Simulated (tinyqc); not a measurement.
Inside a calculation: alloy A(1-x)B(x) by interpolation with bowing. Values are carried at full precision from step to step, so a last printed digit may differ when a step is redone from the rounded ones.

Each gap follows E(x) = (1 - x) E_A + x E_B - C x (1 - x); the lattice constant follows Vegard, a(x) = (1 - x) a_A + x a_B.

Constants: hc = 1239.841984 eV nm; kB = 8.617333262e-05 eV/K.

Values chosen for the exercise (A near Ge, B near Si; not measured data): a = (5.655, 5.438) angstrom (lattice constant of A, B); x = 0.13 (fraction of B); Eg = (0.902, 4.137) eV (gap at Gamma to the s-like level of A, B); EgX = (0.933, 1.17) eV (gap to the lowest valley along Gamma-X of A, B); EgL = (0.741, 2.088) eV (gap to L of A, B); C = (0.228, 0.242, 0) eV (bowing of the Gamma, X and L gaps); Dso = (0.293, 0.044) eV (spin-orbit splitting of A, B); Ep = (26.3, 21.6) eV (Kane energy of A, B); me = (0.0377, 0.198) m0 (electron mass at Gamma of A, B); Cs = 0 eV (bowing of Dso); md = (0.0541, 1, 0.49) m0 (density-of-states masses of Gamma, all X and all L valleys); T = 300 K (temperature).

## Gaps and lattice constant at x

Also give the wavelength hc/E of the lowest gap.

a(x) = 5.6268 angstrom

linear parts (eV): Gamma 1.3225, X 0.9638, L 0.9161

bowing terms C x (1 - x) (eV): Gamma 0.0258, X 0.0274, L 0.0000

gaps (eV): Gamma 1.2968, X 0.9364, L 0.9161

wavelength of the lowest gap = 1353.4 nm

The lowest valley is L, so the gap is indirect; the next, X, lies 20 meV higher.

## Where the valleys cross

The difference of two gaps is a quadratic q2 x^2 + q1 x + q0 with q2 = C_i - C_j, q1 = (E_B - E_A - C)_i - (E_B - E_A - C)_j, q0 = E_A,i - E_A,j; give its roots between 0 and 1 (a dash: none).

Crossings:
```
pair         q2      q1      q0  first root  second root
Gamma-X  -0.014   3.012  -0.031      0.0103            -
Gamma-L   0.228   1.660   0.161           -            -
X-L       0.242  -1.352   0.192      0.1458            -
```

The lowest valley changes at x = 0.146 (L to X, gap 0.937 eV). The other crossings lie above the lowest valley.

## Electron mass of the alloy

Mass at Gamma from the Kane formula 1/m = F + Ep (Eg + 2 Dso/3)/(Eg (Eg + Dso)). F is fixed by the masses of A and B and interpolated linearly, as is Ep; Eg and Dso carry their bowing.

Compare with the linear interpolation of the masses.

F of A, B: [-0.2492, -0.1524]

Ep, Eg, Dso at x (eV): [25.6890, 1.2968, 0.2606]

m(x) from the Kane formula = 0.0541 m0
m(x) linear = 0.0585 m0

The Kane value lies 7.5 % below the linear one. The Gamma valley is not the lowest at this x.

## Shares of the electrons in the valleys

Non-degenerate: n_i proportional to md_i^(3/2) exp(-E_i/kT).

md^(3/2): Gamma 0.0126, X 1.0000, L 0.3430

(E - E_min)/kT: Gamma 14.72, X 0.79, L 0.00

shares: Gamma 0.000, X 0.570, L 0.430

X holds most electrons (57.0 %), although L is the lowest valley: the heavier valleys win by their density of states.

## Checks

- The Gamma and X gaps at their crossing x = 0.0103 (eV): both 0.9330.
- The X and L gaps at their crossing x = 0.1458 (eV): both 0.9374.

tinyqc: `OMP_NUM_THREADS=1 python tinyqc.py 1050569 1050570 out.jsonl`; about 0.01 s, one thread, shared Intel(R) Xeon(R) Processor @ 2.30GHz.
